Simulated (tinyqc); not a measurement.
# Changing the length L

Model: thermal, flicker and telegraph noise of a field-effect transistor. Computed by tinyqc, a small Python program. Command: `OMP_NUM_THREADS=1 python tinyqc.py 3004419 3004420 out.jsonl noise sweep`. One thread of a shared host (Intel(R) Xeon(R) Processor @ 2.30GHz), about 0.01 s of CPU time with the checks.

Strong inversion, threshold roll-off and channel-length modulation left out; noise sources are uncorrelated and are given as one-sided spectral densities. The drain voltage is 50 mV.

Inputs (values chosen for the exercise, modelled on a silicon n-channel): width W = 2.5 micrometre; electrical oxide thickness t = 2.9 nm; mobility mu = 420 cm^2/(V s); overdrive V_ov = 0.4 V; oxide trap density N_t = 4.8e+16 1/(eV cm^3); oxide barrier phi = 1.7 eV; oxide mass m_ox = 0.24 m_0; Hooge parameter alpha_H = 2.8e-05; frequency f = 30 Hz; temperature T = 300 K.

Operating region: linear. Flicker model: Hooge.

Constants: eps_0 = 8.8541878128e-12 F/m; hbar = 1.054571817e-34 J s; m_0 = 9.1093837015e-31 kg; e = 1.602176634e-19 C; k_B = 8.617333262e-05 eV/K; k_B = 1.380649e-23 J/K.

Method:
- C_ox = 3.9 eps_0/t; I = mu C_ox (W/L) V_ov V_D; g_m = I/V_ov; g_d0 = I/V_D.
- Tunnelling length lambda = hbar/(2 sqrt(2 m_ox phi)); flat-band noise S_Vfb = e^2 k_B T lambda N_t/(W L C_ox^2 f). Hooge: S_I = I^2 alpha_H/(f N), N = W L C_ox V_ov/e (the source-end density).
- Thermal: S_I = 4 k_B T g_d0; input-referred S_V = S_I/g_m^2; corner f_c where flicker equals thermal.
- Total input noise from 1 Hz to f_c: sqrt(S_V,thermal [f_c ln(f_c/1 Hz) + f_c - 1 Hz]).
- Active traps per decade of time constant: N_dec = N_t k_B T W L lambda ln(10); a single trap at the interface shifts the threshold by e/(W L C_ox) and the current by g_m times that; tunnelling depth for frequency f, z = lambda ln(1/(2 pi f tau_0)), tau_0 = 1e-10 s.

One run for each value; columns: (1) length L (nm); (2) corner frequency f_c (Hz); (3) input-referred thermal noise (nV/sqrt(Hz)); (4) g_m (microsiemens); (5) traps per decade; (6) threshold step of one trap (mV):
```
(1)         (2)    (3)        (4)        (5)        (6)
15    1.264e+08    5.6  4.168e+03  1.637e-02  3.588e-01
31    2.958e+07    8.1  2.017e+03  3.383e-02  1.736e-01
64    6.941e+06   11.6  9.768e+02  6.985e-02  8.410e-02
130   1.682e+06   16.6  4.809e+02  1.419e-01  4.140e-02
270   3.900e+05   23.9  2.315e+02  2.947e-01  1.993e-02
570   8.751e+04   34.8  1.097e+02  6.221e-01  9.442e-03
1200  1.974e+04   50.4  5.209e+01  1.310e+00  4.485e-03
2400  4.936e+03   71.3  2.605e+01  2.619e+00  2.243e-03
5000  1.137e+03  103.0  1.250e+01  5.457e+00  1.076e-03
```

Describe and explain the trends.

Over the rows, corner frequency f_c (Hz) falls from 1.26e8 to 1140 (exponent d ln y / d ln x about -2.0 throughout); input-referred thermal noise (nV/sqrt(Hz)) rises from 5.64 to 103 (exponent d ln y / d ln x about 0.50 throughout); g_m (microsiemens) falls from 4170 to 12.5 (exponent d ln y / d ln x about -1.0 throughout). The exponent of corner frequency f_c stays at -2: without velocity saturation the corner scales with L like f_T.
